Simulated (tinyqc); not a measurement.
From one set of inputs to another, one input at a time: size effects in the resistivity of thin metal films and interconnect lines. Computed by tinyqc, a small Python program. Command: `OMP_NUM_THREADS=1 python tinyqc.py 3025998 3025999 out.jsonl size ladder`. One thread of a shared host (Intel(R) Xeon(R) Processor @ 2.30GHz), about 0.01 s of CPU time with the checks.

Electrons lose their drift at surfaces (a share 1 - p of the hits) and at grain boundaries (reflection R), besides bulk scattering. The line sits in a trench with a non-conducting liner on both walls and the bottom; the spacing equals the drawn width.

The inputs printed are set A. Set A is modelled on molybdenum; the values taken over come from a set modelled on cobalt. Inputs not listed in the table keep their values of set A, so the rows need not describe a real material.

Inputs (values chosen for the exercise, modelled on molybdenum): bulk resistivity rho_b = 5.24 microohm cm; bulk mean free path lambda = 11.3 nm; specularity p = 0; grain-boundary reflection R = 0.58; drawn line width w = 52 nm; grain size over metal width = 1.3; aspect ratio (height over width) = 2.5; liner thickness t = 0.4 nm; line length = 15 micrometre; permittivity of the dielectric k = 2.8.

Geometry: line.

Constants: eps_0 = 8.8541878128e-12 F/m.

Method:
- Metal width w_m = w - 2t, height h_m = (aspect ratio) w - t, grain size D = (ratio) w_m.
- Mayadas-Shatzkes: alpha = (lambda/D) R/(1 - R); rho_b/rho = 1 - 3 alpha/2 + 3 alpha^2 - 3 alpha^3 ln(1 + 1/alpha).
- Fuchs-Sondheimer film: rho_b/rho = 1 - (3/(2 kappa))(1 - p) int_0^1 (s - s^3)(1 - exp(-kappa/s))/(1 - p exp(-kappa/s)) ds, f = rho/rho_b, kappa = thickness/lambda, 80 Gauss-Legendre points.
- Line: the excess of a film of thickness w_m and of a film of thickness h_m are added, rho/rho_b = 1 + (f(w_m) - 1) + (f(h_m) - 1), an estimate that holds best when both sides exceed lambda.
- Total: rho = rho_b [1 + surface excess + grain excess]; resistance per length rho/(w_m h_m); capacitance per length C = 2 k eps_0 (aspect ratio + 1/2), a parallel-plate estimate for two neighbours plus a fixed term for the planes above and below; delay 0.38 R C L^2; effective resistivity per drawn area.

Each row keeps all changes above it; columns: (1) input moved; (2) from; (3) to; (4) resistivity rho (microohm cm); (5) effective resistivity per drawn area (microohm cm); (6) rho/rho_b from grains:
```
(1)                                    (2)   (3)     (4)     (5)     (6)
set A                                    -     -   7.645   7.789  1.3351
grain-boundary reflection R           0.58  0.11   6.053   6.166  1.0312
bulk resistivity rho_b (microohm cm)  5.24  6.35   7.335   7.473  1.0312
aspect ratio (height over width)       2.5   2.6   7.326   7.463  1.0312
drawn line width w (nm)                 52   5.5  17.704  21.313  1.3269
line length (micrometre)                15    80  17.704  21.313  1.3269
grain size over metal width            1.3   2.9  16.575  19.955  1.1493
bulk mean free path lambda (nm)       11.3  11.4  16.662  20.060  1.1505
```

Which inputs carry the difference?

Resistivity rho goes from 7.65 to 16.7, a factor 2.18 in all. The largest single move comes from drawn line width w (a factor 2.42), and grain-boundary reflection R works against it (a factor 0.792). Effective resistivity per drawn area goes from 7.79 to 20.1, a factor 2.58 in all. The largest single move comes from drawn line width w (a factor 2.86), and grain-boundary reflection R works against it (a factor 0.792). rho/rho_b from grains goes from 1.34 to 1.15, a factor 0.862 in all. The largest single move comes from grain-boundary reflection R (a factor 0.772), and drawn line width w works against it (a factor 1.29). The single moves hold for this order of the switches; the total does not depend on the order.

Extremes, crossings and ranges named in words are read from the listed rows.
